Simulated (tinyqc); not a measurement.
Band bending at a free surface with a continuum of surface states, surface photovoltage and Kelvin probe: one step of the calculation.

n-type bulk, xi = Ec - EF = Vt ln(Nc/Nd), p0 = ni^2/Nd, ni = sqrt(Nc Nv) exp(-Eg/(2 Vt)), Eg in volts. b is the upward band bending, u = b/Vt. Space charge per area, in units of q: Qc = sign(b) sqrt((2 eps0 eps_r Vt/q) [(Nd + dn)(exp(-u) - 1) + Nd u + (p0 + dn)(exp(u) - 1)]), with dn the excess density under light (flat quasi-Fermi levels; 0 in the dark). The states hold -Ds (E0 - xi - b): negative while the Fermi level lies above the neutrality level. Neutrality: Qc + Qf + (charge of the states) = 0.

Task. Work function and Kelvin-probe reading. Work function chi + xi + b; contact potential difference CPD = (work function of the sample) - pt. Depth of EF below Ec at the surface: xi + b. Depletion width Qc/Nd.

Inputs (values chosen for the exercise); band and dielectric values close to those of silicon:
- T = 300 K (temperature)
- Eg = 1.11 eV (band gap)
- eps_r = 11.7 (relative permittivity)
- Nc = 2.76e19 cm^-3 (conduction-band density of states at T)
- Nv = 2.65e19 cm^-3 (valence-band density of states at T)
- chi = 4.12 eV (electron affinity)
- Nd = 9.4e17 cm^-3 (donor density)
- pt = 4.37 eV (work function of the probe tip)
- E0 = 0.37 eV (depth of their neutrality level below the conduction edge)

Constants: q = 1.602176634e-19 C, kB = 1.380649e-23 J/K, Vt = kB T/q, eps0 = 8.8541878128e-14 F/cm where lengths are in cm. Results are converted to the units shown.

converged b = 0.27244390 V

Wanted: xi + b; Qc; Qc/Nd; work function; CPD.

Result.

xi + b = 0.3598 eV
Qc = 1.731e12 cm^-2
Qc/Nd = 18.42 nm
work function = 4.480 eV
CPD = 109.8 mV

The Fermi level lies 10.2 meV above the neutrality level.

Numbers from tinyqc (`OMP_NUM_THREADS=1 python tinyqc.py 2430054 2430055 out.jsonl`; about 0.01 s on one thread of a shared Intel Xeon 2.30GHz).
